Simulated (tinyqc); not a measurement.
Bloch-Grueneisen resistivity of a metal. From one set of inputs to another, one input at a time. Computed by tinyqc, a small Python program. Command: `OMP_NUM_THREADS=1 python tinyqc.py 3000699 3000700 out.jsonl bg ladder`. One thread of a shared host (Intel(R) Xeon(R) Processor @ 2.30GHz), about 0.01 s of CPU time with the checks.

Electrons scatter from a Debye spectrum of phonons (n = 5 for scattering within one band, n = 3 for scattering into a second, heavy band) and from static defects.

The inputs printed are set A. Set A is modelled on iridium; the values taken over come from a set modelled on molybdenum. Inputs not listed in the table keep their values of set A, so the rows need not describe a real material.

Inputs (values chosen for the exercise, modelled on iridium): exponent n = 5; Debye temperature Theta = 292 K; transport coupling lambda_tr = 0.34; Drude plasma energy hbar w_p = 8.6 eV; residual resistivity rho_0 = 6 microohm cm; temperature T = 295 K; saturation resistivity = 160 microohm cm.

Addition: saturation.

Constants: k_B = 1.380649e-23 J/K; hbar = 1.054571817e-34 J s; eps_0 = 8.8541878128e-12 F/m; hbar = 6.582119569e-16 eV s; k_B = 8.617333262e-05 eV/K.

Method:
- rho_ph = (n - 1) rho_1 (T/Theta)^n J_n(Theta/T), with rho_1 = 2 pi lambda_tr k_B Theta/(hbar eps_0 w_p^2), the high-temperature line at T = Theta.
- J_n(y) = int_0^y x^n e^x/(e^x - 1)^2 dx, by 96 Gauss-Legendre points (upper limit at most 60).
- Parallel-resistor saturation: 1/rho = 1/(rho_0 + rho_ph) + 1/rho_sat.
- Temperature coefficient (1/rho) d rho/dT by a central difference of +/- 0.5 K; residual ratio rho(295 K)/rho(4.2 K); scattering time tau = 1/(eps_0 w_p^2 rho); Wiedemann-Franz kappa = L_0 T/rho, L_0 = (pi^2/3)(k_B/e)^2.

Each row keeps all changes above it; columns: (1) input moved; (2) from; (3) to; (4) temperature coefficient (1e-3/K); (5) residual resistance ratio; (6) phonon resistivity rho_ph (microohm cm):
```
(1)                                        (2)   (3)    (4)    (5)    (6)
set A                                        -     -  1.624  1.806  5.172
saturation resistivity (microohm cm)       160   110  1.577  1.783  5.172
Debye temperature Theta (K)                292   381  1.649  1.755  4.983
residual resistivity rho_0 (microohm cm)     6  0.66  3.358  8.181  4.983
transport coupling lambda_tr              0.34   0.3  3.324  7.369  4.397
Drude plasma energy hbar w_p (eV)          8.6   8.2  3.351  7.978  4.836
temperature T (K)                          295   200  5.448  7.978  2.956
```

Temperature coefficient goes from 1.62 to 5.45, a factor 3.36 in all. The largest single move comes from residual resistivity rho_0 (a factor 2.04). Residual resistance ratio goes from 1.81 to 7.98, a factor 4.42 in all. The largest single move comes from residual resistivity rho_0 (a factor 4.66). Phonon resistivity rho_ph goes from 5.17 to 2.96, a factor 0.572 in all. The largest single move comes from temperature T (a factor 0.611), and Drude plasma energy hbar w_p works against it (a factor 1.10). The single moves hold for this order of the switches; the total does not depend on the order.

Caution (rows temperature T): below about Theta/2 small-angle phonon scattering degrades heat flow more than charge flow, so a thermal conductivity taken from rho by the Wiedemann-Franz law would be too high.

Extremes, crossings and ranges named in words are read from the listed rows.
